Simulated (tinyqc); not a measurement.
Admittance spectroscopy of a deep trap: one step of the calculation.

Schottky contact on an n-type layer with shallow donors Nd (all ionised) and a donor-like deep trap, neutral when filled and positive when empty; depletion approximation. Traps within lam of the depletion edge stay filled. The traps at xt = W - lam, where the level crosses the Fermi level, follow a slow signal and not a fast one. w = 2 pi f.

Task. Widths and limiting capacitances. lam = sqrt(2 eps0 eps_r (EF - ET)/(q Nd)), EF - ET = Et - (kB T/q) ln(Nc(T)/Nd), Nc(T) = Nc (T/300 K)^1.5. In the steady state at the band bending V, 2 eps0 eps_r V/q = Nd W^2 + Nt (W - lam)^2 (the second term only if W > lam). V = Vbi + Vr. C_HF = eps0 eps_r/W, C_LF = eps0 eps_r (Nd + Nt)/(Nd W + Nt xt).

Inputs (values chosen for the exercise); material values close to those of silicon: relative permittivity eps_r = 11.9; conduction-band density of states at 300 K Nc = 2.77e19 cm^-3; shallow donor density Nd = 4.3e16 cm^-3; built-in voltage Vbi = 0.61 V; depth of the trap below the conduction edge Et = 0.17 eV; trap density Nt = 2.8e16 cm^-3; reverse bias Vr = 0 V; temperature T = 131 K.

Constants: q = 1.602176634e-19 C, kB = 1.380649e-23 J/K, eps0 = 8.8541878128e-14 F/cm where lengths are in cm. Results are converted to the units shown.

Give: lam; W; xt; C_HF; C_LF.

Result.

lam = 58.27 nm
W = 125.4 nm
xt = 67.12 nm
C_HF = 84.02 nF/cm^2
C_LF = 102.9 nF/cm^2

The step is 22.4 % of C_HF.

tinyqc, about 0.01 s, one thread, Intel Xeon 2.30GHz (shared host): `OMP_NUM_THREADS=1 python tinyqc.py 2050059 2050060 out.jsonl`
